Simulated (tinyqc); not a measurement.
# Radius from the resistance

Inverse problem. Two half-spaces of a free-electron metal (one valley, spin 2) meet through a circular opening of radius a in an insulating sheet. kF = (3 pi^2 n)^(1/3), resistivity rho = hbar kF/(n q^2 l). Maxwell: RM = rho/(2 a); Sharvin: RS = 4 rho l/(3 pi a^2); interpolation R = RS + gamma RM, gamma = (1 + 0.83 K)/(1 + 1.33 K), K = l/a. Find a.

Parameters, values chosen for the exercise:
- n = 5.1e20 cm^-3 (free-electron density)
- l = 2.9 nm (mean free path)

Constants: q = 1.602176634e-19 C, hbar = 1.054571817e-34 J s. Results are converted to the units shown.

R = 1271.2537 ohm

Solution. R falls steadily as a grows, so there is one root, found by bisection.

a = 3.90 nm
K = 0.744

Numbers from tinyqc (`OMP_NUM_THREADS=1 python tinyqc.py 2760086 2760087 out.jsonl`; about 0.01 s on one thread of a shared Intel Xeon 2.30GHz).
